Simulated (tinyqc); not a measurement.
# Which input was changed?

Model: sputter depth profiling of a dopant layer: erosion rate, quantification and the mixing-roughness response. Computed by tinyqc, a small Python program. Command: `OMP_NUM_THREADS=1 python tinyqc.py 3026799 3026800 out.jsonl sims which`. One thread of a shared host (Intel(R) Xeon(R) Processor @ 2.30GHz), about 0.2 s of CPU time with the checks.

A rastered ion beam erodes silicon (49.94 atoms per nm^3). The measured profile is the true one convolved with a depth response.

Inputs (values chosen for the exercise, modelled on a dopant in silicon under an oxygen or caesium beam): beam energy E = 7.8 keV; beam current = 120 nA; raster side = 200 um; sputter yield at 1 keV = 1.5; mixing length at 1 keV = 2.2 nm; roughness sigma = 1.5 nm; depth of the layer z0 = 54 nm; sheet density Q = 9.2e+12 1/cm^2; relative sensitivity factor RSF = 7.7e+21 1/cm^3; matrix count rate = 2e+06 1/s; background count rate = 2.3 1/s; counting time per point = 2 s; level that defines the junction C_B = 3e+16 1/cm^3.

True profile: delta layer.

Constants: e = 1.602176634e-19 C.

Method:
- Scaling chosen for the exercise: yield Y = Y1 E^0.5, mixing length w = w1 E^0.5 (E in keV).
- Erosion rate = Y I/(e x raster^2 x density); depth step = rate x counting time; concentration = RSF x counts/matrix counts; detection limit = RSF x 3 sqrt(background x time)/(matrix rate x time).
- Mixing alone turns a layer at z0 into (1/w) exp(-(z - z0 + w)/w) for z > z0 - w; roughness adds a Gaussian of width sigma. With x = z - z0 + w: g(x) = (1/(2w)) exp(sigma^2/(2 w^2) - x/w) erfc((sigma/w - x/sigma)/sqrt2), and its integral G(x) = (1/2) erfc(-x/(sigma sqrt2)) - w g(x). Measured: Q g(x), 1 nm = 1e-7 cm.
- Find the maximum, the full width at half maximum and the deep point where the profile falls to C_B; far down, the trailing edge decays by w ln(10) per decade.
- Convolution adds means and variances: the response has mean 0 (shift -w plus exponential mean w) and variance w^2 + sigma^2; a delta layer adds none.

Task: One of these inputs alone was changed, within the range given: beam energy E (3.9 to 15.6); mixing length at 1 keV (1.1 to 4.4); level that defines the junction C_B (1.5e+16 to 6e+16); beam current (60 to 240). Which one, and to what value?

Results:
```
run     erosion rate (nm/s)  full width at half maximum (nm)  standard deviation (nm)
before             1.570728                         7.641564                 6.324713
after              2.107393                         7.641564                 6.324713
```

Result:

Each candidate set to reproduce erosion rate, and what it then gives:
```
candidate                                       range searched  value needed  full width at half maximum (nm)  standard deviation (nm)
beam energy E (keV)                                3.9 to 15.6         14.04                           9.1668                   8.3789
mixing length at 1 keV (nm)                         1.1 to 4.4     no effect                                -                        -
level that defines the junction C_B (1/cm^3)  1.5e+16 to 6e+16     no effect                                -                        -
beam current (nA)                                    60 to 240         161.0                           7.6416                   6.3247
```

Only beam current fits every result: it went from 120 to 161 nA. The next best candidate, beam energy E, misses one result by 32 %.
